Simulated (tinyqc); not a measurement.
Changing the NH4F added: speciation in dilute and buffered hydrofluoric acid, oxide etch rate and bath loading. Computed by tinyqc, a small Python program. Command: `OMP_NUM_THREADS=1 python tinyqc.py 3121023 3121024 out.jsonl hfetch sweep`. One thread of a shared host (Intel(R) Xeon(R) Processor @ 2.30GHz), about 0.01 s of CPU time with the checks.

Concentrations stand for activities, NH4+ and Cl- are spectators, and water ionisation is neglected. H, F and HF2 denote the ions H+, F- and HF2-. The base temperature is 298 K.

Inputs (values chosen for the exercise, of the order of those for thermal oxide at room temperature): HF added = 0.29 mol/L; HCl added = 0.11 mol/L; K1 = [H][F]/[HF] = 0.000709 mol/L; K2 = [HF2]/([HF][F]) = 3.77 L/mol; K3 = [H2F2]/[HF]^2 = 0 L/mol; rate constant of neutral HF k_a = 16 nm L/(min mol); rate constant of HF2 k_b = 49 nm L/(min mol); activation energy = 0.4 eV; temperature error = 1.8 K; oxide removed per wafer = 12 nm.

Constants: k_B = 8.617333262e-05 eV/K.

Method:
- Fluoride balance: [HF] + [F] + 2 [HF2] + 2 [H2F2] = HF added + NH4F added. Acid balance: [H] + [HF] + [HF2] + 2 [H2F2] = HF added + HCl added. For a trial [H], [HF] = [H][F]/K1, and the fluoride balance is a quadratic in [F].
- The root is refined to 1e-13 in pH = -log10 [H].
- Rate = k_a ([HF] + 2 [H2F2]) + k_b [HF2], an empirical two-term form.
- Time = oxide/rate; a temperature error changes the rate by exp((E_a/k_B)(1/298 - 1/(298 + error))) - 1.

One run for each value:
```
NH4F added (mol/L)  etch rate (nm/min)      pH  [HF2] (mol/L)  [HF] (mol/L)
0.0097                           4.801  0.9809        0.00220       0.29331
0.0200                           4.968  1.0230        0.00258       0.30258
0.0400                           5.293  1.1161        0.00357       0.31989
0.0820                           5.990  1.3789        0.00785       0.35036
0.1700                           7.554  2.0708        0.03908       0.35242
0.3400                          10.295  2.7558        0.11888       0.27937
0.7000                          13.990  3.4767        0.23016       0.16950
1.4000                          16.776  4.2067        0.31445       0.08549
2.9000                          18.300  4.9396        0.36062       0.03937
```

Over the rows, etch rate (nm/min) rises from 4.80 to 18.3 (exponent d ln y / d ln x 0.047 between the first rows and 0.12 between the last); pH rises from 0.981 to 4.94; [HF2] (mol/L) rises from 0.00220 to 0.361 (exponent d ln y / d ln x 0.22 between the first rows and 0.19 between the last).

Caution (rows 0.340, 0.700, 1.40, 2.90): at ionic strengths above about 0.5 mol/L activities differ much from concentrations, so pH and rates are only indicative.
